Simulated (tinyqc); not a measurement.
# Thermal resistances of a two-die stack

Question. Heat leaves through the lower die only, and the system is linear. Find the resistance R1 from the lower die to the coolant, R2 between the dies, and the rise of the upper die when both are powered.

Values chosen for this exercise: power of the lower die P1 = 20 W; power of the upper die P2 = 6.9 W.

rises of the lower and upper die with only the lower one powered (K): 9.8  9.8
rises of the lower and upper die with only the upper one powered (K): 3.381  4.071

Solution. With only the lower die powered no heat crosses R2, so both dies rise by P1 R1; the difference in the second test is P2 R2; rises add.

R1 = 0.4900 K/W
R2 = 0.1000 K/W
rise of the upper die = 13.87 K

Program tinyqc, `OMP_NUM_THREADS=1 python tinyqc.py 2162025 2162026 out.jsonl`; Intel Xeon 2.30GHz, shared host, one thread, about 0.02 s.
